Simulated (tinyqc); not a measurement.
Sublattice potential against complex hopping: Haldane model. Computed by the program tinyqc. H_AA = delta - 2 t2 sum cos(k.b + phi), H_BB = -delta - 2 t2 sum cos(k.b - phi), H_AB = -t1 (1 + exp(-i k.a1) + exp(-i k.a2)), b = a1, a2 - a1, -a2, m = 3 sqrt3 t2 sin(phi); the sign of the Chern number follows the orientation k1 then k2.

Honeycomb lattice:
```
parameter     value
t1 (eV)    0.960000
t2 (eV)    0.100000
phi (rad)  2.300000
```

Gaps at the two valleys (eV) and Chern number of the lower band (12 x 12 mesh):
```
delta   gap 2|delta - m|  gap 2|delta + m|  Chern number
-0.697             2.169             0.619             0
-0.504             1.783             0.233             0
-0.232             1.239             0.311            -1
0.000              0.775             0.775            -1
0.155              0.465             1.085            -1
0.291              0.193             1.357            -1
0.484              0.193             1.743             0
0.775              0.775             2.325             0
```

What does the comparison show, and why?

Here |m| = 0.3875 eV. For |delta| < |m| the two valleys have masses of opposite sign and the Chern number is +/-1; one gap closes at |delta| = |m|, and beyond it the band is trivial.
